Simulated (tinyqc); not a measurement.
On-chip interconnect, size-dependent resistivity and RC delay: course in time.

A rectangular line between two neighbours and two ground planes. Surface and grain-boundary scattering are added to the bulk resistivity as corrections; capacitances are parallel-plate values without fringing; inductance is ignored.

7 equal pi sections: series Rs = r Lw/7; node capacitances c Lw/7, halved at nodes 0 and 7, with Cl added to node 7; Rd feeds node 0. Elmore delay of node k: the sum, over the resistors on the path to k, of resistance times all capacitance downstream of it.

A 1 V step is applied behind Rd at t = 0. C dv/dt = -G v + b, with G the conductance matrix of the ladder (1/Rs between neighbours, 1/Rd added at node 0) and b = (1 V/Rd, 0, ...). Trapezoidal step: (C/dt + G/2) v(new) = (C/dt - G/2) v + b. The last column solves the same ladder exactly by its modes.

Values chosen for this exercise:
- Rd = 13000 ohm (driver resistance)
- dt = 99 ps (time step)

Rs = 1225.38 ohm

| node | C (fF) |
|---|---|
| 0 | 1.53319 |
| 1 | 3.06638 |
| 2 | 3.06638 |
| 3 | 3.06638 |
| 4 | 3.06638 |
| 5 | 3.06638 |
| 6 | 3.06638 |
| 7 | 1.67319 |

Voltages (V):

| t (ps) | node 0 | node 3 | node 7 | node 7, exact |
|---|---|---|---|---|
| 99.00 | 0.5222 | 0.2487 | 0.1478 | 0.1829 |
| 198.0 | 0.4550 | 0.4545 | 0.4012 | 0.3864 |
| 297.0 | 0.7321 | 0.5696 | 0.5403 | 0.5394 |
| 396.0 | 0.6864 | 0.6989 | 0.6547 | 0.6542 |
| 495.0 | 0.8604 | 0.7553 | 0.7466 | 0.7404 |
| 594.0 | 0.8122 | 0.8330 | 0.8039 | 0.8052 |
| 693.0 | 0.9334 | 0.8614 | 0.8588 | 0.8537 |
| 792.0 | 0.8832 | 0.9071 | 0.8895 | 0.8902 |
| 891.0 | 0.9735 | 0.9217 | 0.9209 | 0.9176 |
| 990.0 | 0.9243 | 0.9482 | 0.9380 | 0.9381 |
| 1089 | 0.9947 | 0.9559 | 0.9555 | 0.9536 |
| 1188 | 0.9485 | 0.9709 | 0.9654 | 0.9651 |

What does the comparison show?

The far end of the ladder reaches 0.5 V at 268.7 ps, 0.718 of its Elmore delay (ln 2 = 0.693 for a single pole); the slowest mode has a time constant of 345.2 ps. The largest error of the trapezoidal steps at that node is 35 mV. Node 0 swings up and down from step to step: the trapezoidal rule does not damp modes much faster than dt, so these swings are numerical.

Range of the model: The metal width is under the mean free path, where the thick-limit surface term and the simple sum of corrections lose accuracy.

Computed by the program tinyqc: `OMP_NUM_THREADS=1 python tinyqc.py 2100154 2100155 out.jsonl`, one thread of a shared Intel Xeon 2.30GHz, about 0.01 s for the whole run.
